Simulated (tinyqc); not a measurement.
Comparisons within one model: heavy doping: gap narrowing, degeneracy and the minority density. A value that a table varies takes the place of the one given here.

F_j(eta) = (1/Gamma(j + 1)) integral_0^infinity x^j dx/(1 + exp(x - eta)), which tends to exp(eta) for eta << 0.

Empirical narrowing (Slotboom form, constants chosen for the exercise; published fits of this form give the apparent narrowing, here it is taken as the true one): dEg = E0 [ln(N/N0) + sqrt(ln(N/N0)^2 + C)].

Majority: N = Nc F_1/2(eta), eta the distance of EF beyond the majority band edge in kT. Degeneracy factor gam = F_1/2(eta)/exp(eta). ni0^2 = Nc Nv exp(-Eg/kT); product n p = ni0^2 gam exp(dEg/kT), dEg the true narrowing; apparent narrowing dEa = dEg + kT ln gam; minority density = n p/N.

Bipolar transistor with N as emitter doping: beta = K (N/NB) exp((dEa_B + dG - dEa_E)/kT), dEa_E = dEg(N) + kT ln gam, dEa_B = dEg(NB). For the sweep in T, Nc is scaled as (T/T0)^(3/2) from its value at T0 = T.

Constants: kB = 8.617333262e-05 eV/K.

Parameters, chosen for this exercise (gap and densities of states near those of Si at this temperature; narrowing constants near the fits for Si; shifted at random, so the results belong to these values and not to a real crystal): Eg = 1.127 eV (gap); Nc = 2.7e+19 1/cm^3 (conduction-band density of states); Nv = 1.15e+19 1/cm^3 (valence-band density of states); T = 300 K; E0 = 7.35 meV (narrowing scale); N0 = 1.1e+17 1/cm^3 (onset density); C = 0.5 (smoothing constant); N = 1.2e+18 1/cm^3 (ionised donors, equal to the majority density); NB = 3e+17 1/cm^3 (base doping); K = 1.4 (ratio (D_B W_E)/(D_E W_B)); dG = 80 meV (extra narrowing of the base by alloying).

## Narrowing against degeneracy

N takes the values listed; the last column is N over the factor gam exp(dEg/kT), the doping that a simple model would need to give the same minority density.

Results:
```
N (1/cm^3)    eta      gam  dEg (meV)  dEa (meV)  minority (1/cm^3)  effective doping (1/cm^3)
8.0e+16     -5.82    0.999        3.4        3.3                515                   7.03e+16
3.0e+17     -4.50    0.996       16.4       16.3                227                   1.60e+17
8.0e+17     -3.51    0.990       30.1       29.8                143                   2.53e+17
3.0e+18     -2.16    0.962       49.1       48.1               77.8                   4.66e+17
8.0e+18     -1.11    0.901       63.4       60.7               47.5                   7.63e+17
3.0e+19      0.49    0.679       82.8       72.8               20.2                   1.80e+18
8.0e+19      2.09    0.365       97.1       71.1               7.09                   5.11e+18
2.0e+20      4.40   0.0910      110.6       48.6               1.19                   3.05e+19
5.0e+20      8.36  0.00432      124.0      -16.7             0.0380                   9.55e+20
```

dEg grows steadily to 124.0 meV, while the apparent value peaks at 72.8 meV for N = 3e+19 and falls to -16.7 meV as the Fermi level enters the band (a negative value is not met in measurements: parabolic bands with a fixed mass overstate the filling). N grows by a factor 38 from the third to the sixth row and the effective doping by 7.1: net of degeneracy, narrowing takes away 81 % of the factor gained by heavier doping.

## Current gain against temperature

Gain:
```
T (K)  beta  beta with dG = 0  without narrowing
150     632              1.30               5.60
200     193              1.86               5.60
250    94.9              2.31               5.60
300    59.1              2.68               5.60
350    42.2              2.97               5.60
400    32.7              3.21               5.60
450    26.9              3.42               5.60
```

dEa_B + dG - dEa_E at T0 = 60.9 meV

beta is 632 at 150 K and 26.9 at 450 K, since the net exponent is positive: the gap is narrower in the base. At 300 K narrowing and degeneracy change the gain by a factor 0.478 and alloying the base by 22.1.

## What moves the minority density and the gain

All results formed anew. Each row changes one parameter from the base and keeps the others.

Results:
```
case                  dEg (meV)  dEa (meV)  minority (1/cm^3)  beta
base                      35.88      35.47                119  59.1
N = 2.4e+18 1/cm^3        45.90      45.09               86.4  81.5
E0 = 8.82 meV             43.06      42.65                157  50.8
N0 = 2.2e+17 1/cm^3       25.98      25.57               81.2  62.5
Eg = 1.147 eV             35.88      35.47               55.0  59.1
Nc = 3.51e+19 1/cm^3      35.88      35.57                155  58.9
NB = 6e+17 1/cm^3         35.88      35.47                119  42.8
```

The largest shifts from the base row, up to three for each result and ties (the steps differ in size, so this ranks the rows, not the parameters). dEg (meV): N +10.02, N0 -9.90, E0 +7.18; unchanged at the printed digits by Eg, Nc and NB. dEa (meV): N0 -9.90, N +9.62, E0 +7.18; unchanged at the printed digits by Eg and NB. minority (1/cm^3): Eg -64.2, E0 +38.1, N0 -37.9; unchanged at the printed digits by NB. beta: N +22.4, NB -16.3, E0 -8.27; unchanged at the printed digits by Eg.

Program tinyqc; command `OMP_NUM_THREADS=1 python tinyqc.py 1651869 1651870 out.jsonl`; about 0.01 s on one thread of a shared Intel(R) Xeon(R) Processor @ 2.30GHz.
